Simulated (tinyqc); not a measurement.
## Narrowing from the saturation current

Problem. A uniform n-type emitter has J0 = (q p0 D/L)(s + tanh(W/L))/(1 + s tanh(W/L)), D = mup Vt, s = S L/D, and p0 = (ni^2/N) exp(dE_app/kB T), where dE_app = dEg + kB T ln[(N/Nc) exp(-eta)]. Find p0, dE_app and dEg.

Inputs (values chosen for the exercise); band and dielectric values those of a made-up semiconductor:

| symbol | value | unit | meaning |
|---|---|---|---|
| T | 300 | K | temperature |
| Nc | 3.22e19 | cm^-3 | conduction-band density of states at 300 K |
| N | 2e20 | cm^-3 | ionised donor density |
| mup | 240 | cm^2/(V s) | minority-hole mobility |
| W | 640 | nm | emitter width |
| S | 10000 | cm/s | recombination velocity at the contact |

Constants: q = 1.602176634e-19 C, kB = 1.380649e-23 J/K, Vt = kB T/q. Results are converted to the units shown.

J0 = 88849.418 fA/cm^2
L = 254.21066 nm
ni = 1.1691314e11 cm^-3
converged eta = 3.8612136

Answer. J0 gives p0, its ratio to ni^2/N gives dE_app, and the degeneracy term is taken off.

p0 = 2300 cm^-3
dE_app = 90.89 meV
dEg = 143.5 meV

Computed by the program tinyqc: `OMP_NUM_THREADS=1 python tinyqc.py 2330117 2330118 out.jsonl`, one thread of a shared Intel Xeon 2.30GHz, about 0.01 s for the whole run.
